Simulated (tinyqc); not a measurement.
Worked calculation: Pariser-Parr-Pople SCF with singles CI, for the molecule C=CC=CC=CC=C (SMILES; centres numbered as the heavy atoms are written). Computed by tinyqc, a small Python program that keeps every step. Settings: charge = 0, gamma = MN, start = huckel, damping = 0, iteration cap = 54, excitations kept = 4. Command: `OMP_NUM_THREADS=1 python tinyqc.py 26408 26409 out.jsonl` (the two numbers bound the seeds that draw the settings). One thread of a shared host (Intel(R) Xeon(R) Processor @ 2.60GHz), about 0.01 s of CPU time with the checks. Later iterations appear only in the table of the cycle.

## PPP integrals

Centres (angstrom, eV; a flat drawing with bonds scaled to 1.40 angstrom):
```
centre          x          y  core charge z          W   gamma_rr
1C      -4.252000  -0.231000              1  11.160000  11.130000
2C      -3.020000   0.434000              1  11.160000  11.130000
3C      -1.828000  -0.299000              1  11.160000  11.130000
4C      -0.596000   0.367000              1  11.160000  11.130000
5C       0.596000  -0.367000              1  11.160000  11.130000
6C       1.828000   0.299000              1  11.160000  11.130000
7C       3.020000  -0.434000              1  11.160000  11.130000
8C       4.252000   0.231000              1  11.160000  11.130000
```

Resonance integrals (eV):
```
i  j       beta
1  2  -2.670000
2  3  -2.670000
3  4  -2.670000
4  5  -2.670000
5  6  -2.670000
6  7  -2.670000
7  8  -2.670000
```

Mataga-Nishimoto: gamma = 14.399645/(R + a), a = 2 x 14.399645/(gamma_rr + gamma_ss); H_rr = -W_r - sum_(s != r) z_s gamma_rs; H_rs = beta for bonds.

repulsion gamma_rs (eV), lower triangle:
```
           1C         2C         3C         4C         5C         6C         7C         8C
1C  11.130000
2C   5.345504  11.130000
3C   3.872202   5.346849  11.130000
4C   2.880878   3.872231   5.344561  11.130000
5C   2.343816   2.881414   3.872202   5.345808  11.130000
6C   1.946733   2.343827   2.880878   3.872202   5.344561  11.130000
7C   1.680513   1.946998   2.343827   2.881414   3.872231   5.346849  11.130000
8C   1.467807   1.680513   1.946733   2.343816   2.880878   3.872202   5.345504  11.130000
```

core matrix H (eV), lower triangle:
```
            1C          2C          3C          4C          5C          6C          7C          8C
1C  -30.697454
2C   -2.670000  -34.577335
3C    0.000000   -2.670000  -36.767252
4C    0.000000    0.000000   -2.670000  -37.700911
5C    0.000000    0.000000    0.000000   -2.670000  -37.700911
6C    0.000000    0.000000    0.000000    0.000000   -2.670000  -36.767252
7C    0.000000    0.000000    0.000000    0.000000    0.000000   -2.670000  -34.577335
8C    0.000000    0.000000    0.000000    0.000000    0.000000    0.000000   -2.670000  -30.697454
```

## Starting guess

pi electrons, sum of z_r less the charge = 8

Orbitals of the Hueckel matrix of the beta values.

P at the start, lower triangle:
```
           1C         2C         3C         4C         5C        6C        7C        8C
1C   1.000000
2C   0.862086   1.000000
3C   0.000000   0.494818   1.000000
4C  -0.367267   0.000000   0.758105   1.000000
5C   0.000000  -0.103980   0.000000   0.528752   1.000000
6C   0.263287   0.000000  -0.333333   0.000000   0.758105  1.000000
7C   0.000000   0.033934   0.000000  -0.103980   0.000000  0.494818  1.000000
8C  -0.229353   0.000000   0.263287   0.000000  -0.367267  0.000000  0.862086  1.000000
```

## Iteration 1: Fock matrix

F_rr = H_rr + P_rr gamma_rr / 2 + sum_(s != r) P_ss gamma_rs; F_rs = H_rs - P_rs gamma_rs / 2; E = tr P (H + F) / 2 + core repulsion sum_(r<s) z_r z_s gamma_rs.

F (eV), lower triangle:
```
           1C         2C         3C         4C         5C         6C         7C         8C
1C  -5.595000
2C  -4.974141  -5.595000
3C   0.000000  -3.992859  -5.595000
4C   0.529026   0.000000  -4.695870  -5.595000
5C   0.000000   0.149805   0.000000  -4.083304  -5.595000
6C  -0.256275   0.000000   0.480146   0.000000  -4.695870  -5.595000
7C   0.000000  -0.033035   0.000000   0.149805   0.000000  -3.992859  -5.595000
8C   0.168323   0.000000  -0.256275   0.000000   0.529026   0.000000  -4.974141  -5.595000
```

pi energy = -102.287116 eV

## Iteration 1: orbitals and new P

Diagonalise F (the basis is taken as orthonormal) and form P = 2 sum c c over the lowest orbitals.

orbital energies (eV): -13.525810  -12.440616  -10.694210  -8.311534  -2.878466  -0.495790  1.250616  2.335810

P after iteration 1, lower triangle:
```
           1C         2C         3C         4C         5C        6C        7C        8C
1C   1.000000
2C   0.887299   1.000000
3C   0.000000   0.452995   1.000000
4C  -0.357158   0.000000   0.793202   1.000000
5C   0.000000  -0.083051   0.000000   0.486181   1.000000
6C   0.232334   0.000000  -0.334137   0.000000   0.793202  1.000000
7C   0.000000   0.024480   0.000000  -0.083051   0.000000  0.452995  1.000000
8C  -0.176523   0.000000   0.232334   0.000000  -0.357158  0.000000  0.887299  1.000000
```

## Iteration 2: Fock matrix

As before.

F (eV), lower triangle:
```
           1C         2C         3C         4C         5C         6C         7C         8C
1C  -5.595000
2C  -5.041529  -5.595000
3C   0.000000  -3.881048  -5.595000
4C   0.514464   0.000000  -4.789658  -5.595000
5C   0.000000   0.119652   0.000000  -3.969514  -5.595000
6C  -0.226146   0.000000   0.481304   0.000000  -4.789658  -5.595000
7C   0.000000  -0.023831   0.000000   0.119652   0.000000  -3.881048  -5.595000
8C   0.129551   0.000000  -0.226146   0.000000   0.514464   0.000000  -5.041529  -5.595000
```

pi energy = -102.378795 eV

## Iteration 2: orbitals and new P

As before.

orbital energies (eV): -13.519816  -12.434345  -10.698858  -8.401839  -2.788161  -0.491142  1.244345  2.329816

P after iteration 2, lower triangle:
```
           1C         2C         3C         4C         5C        6C        7C        8C
1C   1.000000
2C   0.897913   1.000000
3C   0.000000   0.433383   1.000000
4C  -0.350830   0.000000   0.809860   1.000000
5C   0.000000  -0.074125   0.000000   0.464275   1.000000
6C   0.216445   0.000000  -0.330845   0.000000   0.809860  1.000000
7C   0.000000   0.020916   0.000000  -0.074125   0.000000  0.433383  1.000000
8C  -0.154346   0.000000   0.216445   0.000000  -0.350830  0.000000  0.897913  1.000000
```

## Iteration 3: Fock matrix

As before.

F (eV), lower triangle:
```
           1C         2C         3C         4C         5C         6C         7C         8C
1C  -5.595000
2C  -5.069898  -5.595000
3C   0.000000  -3.828616  -5.595000
4C   0.505349   0.000000  -4.834173  -5.595000
5C   0.000000   0.106792   0.000000  -3.910962  -5.595000
6C  -0.210680   0.000000   0.476562   0.000000  -4.834173  -5.595000
7C   0.000000  -0.020362   0.000000   0.106792   0.000000  -3.828616  -5.595000
8C   0.113275   0.000000  -0.210680   0.000000   0.505349   0.000000  -5.069898  -5.595000
```

pi energy = -102.399507 eV

## Iteration 3: orbitals and new P

As before.

orbital energies (eV): -13.516058  -12.430383  -10.698528  -8.442716  -2.747284  -0.491472  1.240383  2.326058

P after iteration 3, lower triangle:
```
           1C         2C         3C         4C         5C        6C        7C        8C
1C   1.000000
2C   0.902577   1.000000
3C   0.000000   0.424316   1.000000
4C  -0.347615   0.000000   0.817689   1.000000
5C   0.000000  -0.070221   0.000000   0.453450   1.000000
6C   0.208779   0.000000  -0.328255   0.000000   0.817689  1.000000
7C   0.000000   0.019475   0.000000  -0.070221   0.000000  0.424316  1.000000
8C  -0.144670   0.000000   0.208779   0.000000  -0.347615  0.000000  0.902577  1.000000
```

## Convergence

Stop when output and input P, before any damping, agree to 1e-7.

Course of the cycle:
```
iteration         E (eV)  largest |P(out) - P(in)|
1          -102.28711621                  5.28e-02
2          -102.37879484                  2.22e-02
3          -102.39950730                  1.08e-02
4          -102.40409506                  5.23e-03
5          -102.40510065                  2.50e-03
6          -102.40531995                  1.18e-03
7          -102.40536767                  5.59e-04
8          -102.40537805                  2.63e-04
9          -102.40538030                  1.23e-04
10         -102.40538079                  5.77e-05
11         -102.40538090                  2.70e-05
12         -102.40538092                  1.26e-05
13         -102.40538093                  5.89e-06
14         -102.40538093                  2.75e-06
15         -102.40538093                  1.28e-06
16         -102.40538093                  5.99e-07
17         -102.40538093                  2.80e-07
18         -102.40538093                  1.30e-07
19         -102.40538093                  6.08e-08
```

Converged in 19 iterations.

## Converged orbitals

Charges are z - P_rr.

orbital energies (eV): -13.512180  -12.426592  -10.696646  -8.477681  -2.712319  -0.493354  1.236592  2.322180

coefficients:
```
         MO1        MO2        MO3        MO4        MO5        MO6        MO7        MO8
1C  0.172757   0.324629   0.431269   0.422821   0.422821   0.431269  -0.324629  -0.172757
2C  0.301217   0.460634   0.404790   0.182289  -0.182289  -0.404790   0.460634   0.301217
3C  0.408107   0.392640  -0.046407  -0.420867  -0.420867  -0.046407  -0.392640  -0.408107
4C  0.461380   0.168126  -0.384705  -0.332962   0.332962   0.384705   0.168126   0.461380
5C  0.461380  -0.168126  -0.384705   0.332962   0.332962  -0.384705   0.168126  -0.461380
6C  0.408107  -0.392640  -0.046407   0.420867  -0.420867   0.046407  -0.392640   0.408107
7C  0.301217  -0.460634   0.404790  -0.182289  -0.182289   0.404790   0.460634  -0.301217
8C  0.172757  -0.324629   0.431269  -0.422821   0.422821  -0.431269  -0.324629   0.172757
```

pi charges: 1C 0.000000, 2C 0.000000, 3C 0.000000, 4C 0.000000, 5C 0.000000, 6C 0.000000, 7C 0.000000, 8C 0.000000

## Singles CI, singlets

Over the 4 single excitations with the smallest orbital gaps: A = (e_a - e_i) delta + 2 (ia|jb) - (ij|ab), with (pq|rs) = sum c_mp c_mq gamma_mn c_nr c_ns. f = 2/3 w |mu|^2 in atomic units, mu = sqrt2 sum c_ia sum_m c_mi c_ma R_m.

singlet CI matrix (eV), lower triangle:
```
          4>5       4>6       3>5       2>5
4>5  3.804630
4>6  0.000000  5.561341
3>5  0.000000  0.450782  5.561341
2>5  0.026606  0.000000  0.000000  6.990438
```

singlet excitation energies (eV): 3.804408  5.110559  6.012122  6.990660

oscillator strengths: 2.298430  0.000000  0.000000  0.023292

## Singles CI, triplets

Over the 4 single excitations with the smallest orbital gaps: A = (e_a - e_i) delta - (ij|ab), with (pq|rs) = sum c_mp c_mq gamma_mn c_nr c_ns.

triplet CI matrix (eV), lower triangle:
```
          4>5        4>6       3>5       2>5
4>5  1.324230
4>6  0.000000   3.827523
3>5  0.000000  -1.283036  3.827523
2>5  0.340413   0.000000  0.000000  5.496918
```

triplet excitation energies (eV): 1.296641  2.544487  5.110559  5.524507
